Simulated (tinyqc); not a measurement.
# Hot carriers by balance equations with a heated Maxwellian, step by step

A worked calculation. Computed by tinyqc, a small Python program that keeps every step. Command: `OMP_NUM_THREADS=1 python tinyqc.py 3003624 3003625 out.jsonl hot walk`. One thread of a shared host (Intel(R) Xeon(R) Processor @ 2.30GHz), about 0.02 s of CPU time with the checks. Intermediate numbers are printed to about 6 digits and carried at full precision; extremes and crossings named in words are read from the listed rows.

The carriers follow a Maxwellian at an electron temperature T_e, slightly displaced; the drift energy is neglected against k_B T_e. The balance averages the rate, not the time, so mu_0 lies below the relaxation-time value.

Inputs (values chosen for the exercise, for a model non-polar semiconductor): effective mass m = 0.143 m_0; density rho = 5520 kg/m^3; sound velocity v_l = 6790 m/s; acoustic deformation potential D_A = 8.3 eV; phonon energy hbar w = 27.1 meV; optical or intervalley deformation potential D_o = 8.8 1e8 eV/cm; final valleys Z_f = 3; lattice temperature T = 400 K; electric field F = 9.3 kV/cm; mixing = 0.3; iteration cap = 300.

Band: parabolic. Solver: damped fixed point.

Constants: k_B = 8.617333262e-05 eV/K; k_B = 1.380649e-23 J/K; e = 1.602176634e-19 C; hbar = 1.054571817e-34 J s; m_0 = 9.1093837015e-31 kg; hbar = 6.582119569e-16 eV s.

## Equilibrium values

Parabolic band: E = hbar^2 k^2/(2 m), speed v = hbar k/m, states per spin, volume and energy g(E) = m k/(2 pi^2 hbar^2). Masses are multiplied by m_0 and all formulas are in SI units. Phonon occupation N_q = 1/(exp(hbar w/(k_B T)) - 1). Acoustic deformation potential (elastic, equipartition, absorption and emission together): 1/tau = 2 pi k_B T D_A^2 g(E)/(hbar rho v_l^2). Optical or intervalley deformation potential: 1/tau = (pi Z_f D_o^2/(rho w)) [N_q g(E + hbar w) + (N_q + 1) g(E - hbar w)], with g = 0 below the band edge. Averages over the Maxwellian, <y> = int y x^(1/2) exp(-x) dx / int x^(1/2) exp(-x) dx with x = E/(k_B T_e), split at x_0 = hbar w/(k_B T_e): 64 Gauss-Legendre points in sqrt(x) below it and 128 in sqrt(x - x_0) above it, up to x = 32. Momentum balance: mu(T_e) = e/(m nu), nu = <x (sum of rates)>/<x>. Power lost per carrier: P(T_e) = hbar w <emission rate - absorption rate> + <(2 m v_l^2/(k_B T)) (E - 2 k_B T) acoustic rate>. Energy relaxation time at weak heating: tau_E = (3/2) k_B / (dP/dT_e), the derivative by a central difference of +/- 0.5 K at T_e = T.

low-field mobility mu_0 = 1741.61 cm^2/(V s)

energy relaxation time tau_E = 1.12244 ps

tau_E is 7.93 times the momentum relaxation time m mu_0/e: energy is lost more slowly than direction, which is why carriers heat.

## Balance functions

The field that sustains T_e follows from e mu F^2 = P.

Against the electron temperature:
```
T_e (K)  mu (cm^2/(V s))  P optical (1e9 eV/s)  P acoustic (1e9 eV/s)  F (kV/cm)  drift velocity (1e7 cm/s)
440              1641.86                 4.464            8.65918e-03     1.6504                   0.270976
520              1485.07                12.654            2.82406e-02     2.9223                   0.433982
640              1316.76                23.428            6.26602e-02     4.2237                   0.556160
800              1162.09                35.694            1.16760e-01     5.5512                   0.645099
1200              933.49                59.854            2.86003e-01     8.0265                   0.749264
2000              714.71                94.433            7.38458e-01    11.5395                   0.824741
3200              561.68               131.781            1.63465e+00    15.4120                   0.865659
4800              457.18               169.784            3.14604e+00    19.4487                   0.889159
```

Optical phonons take 100 % of the power in the first row and 98 % in the last. The velocity grows as F^0.82 at first and as F^0.12 at the end, so it levels off; if optical phonons alone set both balances the limit at high T_e would be sqrt(3 hbar w tanh(hbar w/2 k_B T)/(4 m)) = 0.97 in the same unit. Rows above 1400 K (k_B T_e > 0.12 eV) stretch the parabolic band.

## First iteration

Fixed point: T_out = T + (T_e - T) e mu(T_e) F^2/P(T_e), T_new = T_e + mixing (T_out - T_e). Start at T_e = 1.5 T.

mu at the start = 1366.28 cm^2/(V s)

P at the start = 2.00625e+10 eV/s

new T_e = 893.406 K

## The whole iteration

Start at T_e = 1.5 T; stop when T_e moves by less than 1e-6 K or exceeds 1e6 K.

Course of the iteration:
```
iteration  T_e (K)  mu (cm^2/(V s))     step (K)
1           600.00          1366.28  2.93406e+02
2           893.41          1093.84  1.83987e+02
3          1077.39           988.67  1.22133e+02
4          1199.53           933.68  8.23525e+01
5          1281.88           901.43  5.59089e+01
6          1337.79           881.35  3.80924e+01
7          1375.88           868.42  2.60073e+01
...            ...              ...          ...
47         1458.26           842.31  7.02258e-06
48         1458.26           842.31  4.81241e-06
49         1458.26           842.31  3.29783e-06
50         1458.26           842.31  2.25993e-06
51         1458.26           842.31  1.54868e-06
52         1458.26           842.31  1.06127e-06
53         1458.26           842.31  7.27264e-07
```

electron temperature T_e = 1458.26 K

Converged in 53 iterations.

## Drift velocity

v = mu(T_e) F; warm-carrier coefficient (mu/mu_0 - 1)/F^2.

mobility mu(T_e) = 842.312 cm^2/(V s)

drift velocity = 0.783350 1e7 cm/s

mu/mu_0 = 0.483641

(mu/mu_0 - 1)/F^2 = -0.00597016 cm^2/kV^2

T_e/T = 3.65; the simple estimate T + (2/3) e mu_0 F^2 tau_E/k_B would give 1708 K, too high since mu falls and tau_E changes as the gas heats. Caution: k_B T_e exceeds 0.12 eV, where non-parabolicity and a non-Maxwellian tail matter.

Checks made by the program: detailed balance, P(T_e = T) = 0, on the scale of P at 1.1 T (relative difference below 1e-10).
